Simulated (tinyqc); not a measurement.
Changing the C44: anisotropic elasticity and sound waves of a cubic crystal. Computed by tinyqc, a small Python program. Command: `OMP_NUM_THREADS=1 python tinyqc.py 3024236 3024237 out.jsonl cubicelastic sweep`. One thread of a shared host (Intel(R) Xeon(R) Processor @ 2.30GHz), about 0.01 s of CPU time with the checks.

Voigt order 1..6 = xx, yy, zz, yz, xz, xy, with engineering shear strains. The rotated frame has x' as named, z' along the wafer normal and y' = z' x x'.

Inputs (values chosen for the exercise, modelled on gallium arsenide):
```
quantity                                value   unit
C11                                     120.7    GPa
C12                                        53    GPa
expansion coefficient of the film         5.5  ppm/K
expansion coefficient of the substrate    4.2  ppm/K
cooling Delta T                           380      K
```

Frame: (110) wafer, x' along [001].

direction cosines a (rows x', y', z' in the cube axes):
```
           x          y         z
x'  0.000000   0.000000  1.000000
y'  0.707107  -0.707107  0.000000
z'  0.707107   0.707107  0.000000
```

Method:
- S11 = (C11 + C12)/D, S12 = -C12/D, D = (C11 - C12)(C11 + 2 C12), S44 = 1/C44. Zener ratio A = 2 C44/(C11 - C12); S0 = S11 - S12 - S44/2; H = 2 C44 + C12 - C11.
- C'_ijkl = C12 delta_ij delta_kl + C44 (delta_ik delta_jl + delta_il delta_jk) - H sum_m a_im a_jm a_km a_lm.
- Invert C' to S'. E along x' = 1/S'11, along y' = 1/S'22; Poisson ratios nu(x'y') = -S'12/S'11 and nu(x'z') = -S'13/S'11; in-plane shear modulus 1/S'66.
- On cooling, a thick substrate imposes eps_1 = eps_2 = (alpha_film - alpha_substrate) Delta T and eps_6 = 0; the free surface sets sigma_3 = sigma_4 = sigma_5 = 0, which fixes eps_3, eps_4, eps_5. Biaxial modulus M = (sigma_1 + sigma_2)/(2 eps); energy density M eps^2. Elastic response and constant coefficients are assumed.

One run for each value:
```
C44 (GPa)  Zener ratio A  E along x' (GPa)  E along y' (GPa)  biaxial modulus M (GPa)  nu(x'y')  nu(x'z')
10.2               0.301             88.36              35.2                     75.3    0.3051    0.3051
14.2               0.419             88.36              46.4                     85.8    0.3051    0.3051
19.9               0.588             88.36              60.6                     99.3    0.3051    0.3051
27.8               0.821             88.36              77.4                    115.9    0.3051    0.3051
38.9               1.149             88.36              96.5                    135.7    0.3051    0.3051
54.4               1.607             88.36             117.3                    158.1    0.3051    0.3051
76.1               2.248             88.36             138.6                    182.4    0.3051    0.3051
149.0              4.402             88.36             178.3                    231.1    0.3051    0.3051
```

Give the missing row, C44 (GPa) = 106.0.

Computed row:
```
C44 (GPa)  Zener ratio A  E along x' (GPa)  E along y' (GPa)  biaxial modulus M (GPa)  nu(x'y')  nu(x'z')
106.0              3.131             88.36             159.0                    206.8    0.3051    0.3051
```

Interpolating between the two neighbouring rows (the first column on a logarithmic scale, the others too where they are positive) misses most in E along y' (GPa), by 1.3 %. Over the rows, Zener ratio A rises from 0.301 to 4.40 (exponent d ln y / d ln x about 1.00 throughout); E along x' (GPa) does not change; E along y' (GPa) rises from 35.2 to 178 (exponent d ln y / d ln x 0.84 between the first rows and 0.34 between the last); biaxial modulus M (GPa) rises from 75.3 to 231 (exponent d ln y / d ln x 0.39 between the first rows and 0.33 between the last). The exponent of E along x' stays at 0: a pull along a cube axis causes no C44 shear. The crystal is isotropic at C44 = (C11 - C12)/2 = 33.9 GPa.
